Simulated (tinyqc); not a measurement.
From a target to a composition: virtual-crystal alloy in the empirical-pseudopotential method. Four cases, with inputs chosen for the exercise.

Problem. The gap from the valence top to the fifth band at L = (1/2,1/2,1/2) is given; it is monotonic in x. Find x.

Empirical pseudopotential on the fcc lattice, atoms at +/- tau, tau = a (1,1,1)/8, no spin-orbit coupling. H(G,G') = c (2 pi/a)^2 |k + G|^2 delta + VS(q) cos(q.tau) + i VA(q) sin(q.tau), q = G - G', c = hbar^2/2m0; k and G in units of 2 pi/a; VS at |q|^2 = 3, 8, 11 and VA at 3, 4, 11, in rydberg, zero elsewhere. At each k the basis holds all G with |k + G|^2 up to 16; energies are counted from the fourth level at Gamma.

Virtual crystal A(1-x)B(x): a = (1 - x) a_A + x a_B. Rule linear: V = (1 - x) V_A + x V_B. Rule volume: V = [(1 - x) a_A^3 V_A + x a_B^3 V_B]/a^3, since a form factor is an atomic potential divided by the cell volume.

Constants: hbar^2/2m0 = 3.80998211 eV angstrom^2; Ry = 13.60569312 eV.

Find: x; a.

Case 1.

Values chosen (classic local form factors of the size used for Si (A) and Ge (B), which place X and L only to a few tenths of an eV; the results hold for these values, not for the real material): a = (5.423, 5.655) angstrom (lattice constants of A, B); VSA = (-0.215, 0.04, 0.079) Ry (symmetric form factors of A); VAA = (0, 0, 0) Ry (antisymmetric form factors of A); VSB = (-0.229, 0.011, 0.061) Ry (symmetric form factors of B); VAB = (0, 0, 0) Ry (antisymmetric form factors of B); rule = linear (mixing rule).

gap to L = 1.68330 eV

Solution.

x = 0.19
a = 5.467 angstrom

Bisect on x between the ends, where the gap to L is 1.834 and 0.979 eV; a straight line between them would give x = 0.18.

Case 2.

Values chosen (classic local form factors of the size used for Si (A) and Ge (B), which place X and L only to a few tenths of an eV; the results hold for these values, not for the real material): a = (5.424, 5.658) angstrom (lattice constants of A, B); VSA = (-0.211, 0.039, 0.081) Ry (symmetric form factors of A); VAA = (0, 0, 0) Ry (antisymmetric form factors of A); VSB = (-0.233, 0.009, 0.059) Ry (symmetric form factors of B); VAB = (0, 0, 0) Ry (antisymmetric form factors of B); rule = linear (mixing rule).

gap to L = 1.69170 eV

Solution.

x = 0.17
a = 5.464 angstrom

Bisect on x between the ends, where the gap to L is 1.837 and 0.899 eV; a straight line between them would give x = 0.15.

Case 3.

Values chosen (classic local form factors of the size used for Si (A) and Ge (B), which place X and L only to a few tenths of an eV; the results hold for these values, not for the real material): a = (5.433, 5.658) angstrom (lattice constants of A, B); VSA = (-0.205, 0.041, 0.078) Ry (symmetric form factors of A); VAA = (0, 0, 0) Ry (antisymmetric form factors of A); VSB = (-0.228, 0.009, 0.061) Ry (symmetric form factors of B); VAB = (0, 0, 0) Ry (antisymmetric form factors of B); rule = volume (mixing rule).

gap to L = 1.61668 eV

Solution.

x = 0.15
a = 5.467 angstrom

Bisect on x between the ends, where the gap to L is 1.745 and 0.924 eV; a straight line between them would give x = 0.16.

Case 4.

Values chosen (classic local form factors of the size used for GaP (A) and InP (B), which place X and L only to a few tenths of an eV; the results hold for these values, not for the real material): a = (5.432, 5.853) angstrom (lattice constants of A, B); VSA = (-0.223, 0.031, 0.069) Ry (symmetric form factors of A); VAA = (0.121, 0.069, 0.02) Ry (antisymmetric form factors of A); VSB = (-0.235, 0.01, 0.06) Ry (symmetric form factors of B); VAB = (0.071, 0.049, 0.009) Ry (antisymmetric form factors of B); rule = volume (mixing rule).

gap to L = 2.10731 eV

Solution.

x = 0.81
a = 5.773 angstrom

Bisect on x between the ends, where the gap to L is 2.560 and 2.004 eV; a straight line between them would give x = 0.81.

Computed by tinyqc, one run a case: `OMP_NUM_THREADS=1 python tinyqc.py N N+1 out.jsonl` with N = 1051172, 1051241, 1051256, 1051271; one thread of a shared Intel(R) Xeon(R) Processor @ 2.30GHz, about 0.8 s a run at most.
